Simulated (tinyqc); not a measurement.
Three-phonon processes in a diatomic chain: dispersion, energy and momentum conservation, and decay channels of optical phonons. From width Gamma back to spring constant k. Computed by tinyqc, a small Python program. Command: `OMP_NUM_THREADS=1 python tinyqc.py 3120735 3120736 out.jsonl threeph inv`. One thread of a shared host (Intel(R) Xeon(R) Processor @ 2.30GHz), about 0.01 s of CPU time with the checks.

Cell length a, two atoms, one spring constant. x = q a/pi runs from -1 to 1; A and O are the acoustic and optical branches. Matrix elements are not computed: only conservation laws and occupation factors are followed.

Inputs (values chosen for the exercise, for a model chain):
```
quantity                        value  unit
light mass m                     28.1     u
heavy mass M                     60.7     u
temperature T                     200     K
zero-temperature width Gamma_0    1.6  1/cm
```

Constants: nu for 1 eV/(angstrom^2 u) = 15.6333042 THz; h x 1 THz = 4.135667696 meV; k_B = 8.617333262e-05 eV/K; c = 299792458 m/s.

Method:
- omega^2 = k (1/m + 1/M) -/+ k sqrt((1/m + 1/M)^2 - 4 sin^2(pi x/2)/(m M)); nu = 15.6333042 THz x sqrt(omega^2) for eV/(angstrom^2 u).
- Acoustic top sqrt(2 k/M), optical bottom sqrt(2 k/m), optical top sqrt(2 k (1/m + 1/M)).
- O(0) -> A(x) + A(-x) needs nu_A(x) = nu_O(0)/2, which gives sin^2(pi x/2) = (3/16)(m + M)^2/(m M). Full width at half maximum Gamma = Gamma_0 (1 + 2 n), n = 1/(exp(h nu_A/(k_B T)) - 1); lifetime = 1/(2 pi c Gamma).

Question. A run gave the result below. Find the spring constant k, known to lie between 6 and 22 eV/angstrom^2.

width Gamma = 2.059625 1/cm

Answer.

Each step takes the trial c = (a f_b - b f_a)/(f_b - f_a), f being the result less the target and a, b, c the logarithms of the listed values; c replaces end b, the old b replaces a if the sign of f changed, and otherwise f_a is halved.

Scan of the range:
```
spring constant k (eV/angstrom^2)  width Gamma (1/cm)
6.00                                          2.54001
7.45                                          2.35874
9.25                                          2.20359
11.50                                         2.07146
14.30                                         1.96105
17.70                                         1.87209
22.00                                         1.79880
```

False position (Illinois rule, in the logarithm of the input) inside the bracket:
```
step    end a    end b    trial  width Gamma (1/cm)
1     11.5000  14.3000  11.7717             2.05862
2     11.5000  11.7717  11.7318             2.06047
3     11.7717  11.7318  11.7500             2.05962
4     11.7318  11.7500  11.7500             2.05962
```

Width Gamma falls at every point of a 13-point scan of the range (every second point is shown), so one value fits; it is bracketed by 11.5 and 14.3. Answer: spring constant k = 11.75 eV/angstrom^2.
